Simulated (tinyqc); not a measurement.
Photoconductance decay in a wafer: bulk and surface recombination modes, and iron detection by pair splitting: one step, computed by the program tinyqc.

Both faces of the wafer have the same S; injection is low and all coefficients are constant. x runs from -W/2 to W/2.

Question. Effective lifetime. Even modes cos(a x) obey b tan b = S W/(2 D) with b = a W/2, odd modes sin(a x) obey -b cot b = S W/(2 D); each decays at the rate 1/tau_b + D a^2. tau_eff is the decay time of the first mode. The surface time is 1/(D a^2) of that mode; shortcuts for it are W/(2 S), W^2/(pi^2 D) and their sum, whose error is sum/surface time - 1.

Inputs (values chosen for the exercise, modelled on p-type silicon): thickness W = 775 micrometre; diffusivity D = 28.1 cm^2/s; bulk lifetime tau_b without iron = 290 microsecond; surface recombination velocity S = 3400 cm/s.

Give: tau_eff; surface time; W/(2 S); W^2/(pi^2 D); error of the sum; tau_eff/tau_b.

Answer.

tau_eff = 28.50 microsecond

surface time = 31.61 microsecond

W/(2 S) = 11.40 microsecond

W^2/(pi^2 D) = 21.66 microsecond

error of the sum = 4.581 %

tau_eff/tau_b = 0.09828

tau_eff is only 0.098 of tau_b, so it understates the bulk lifetime.
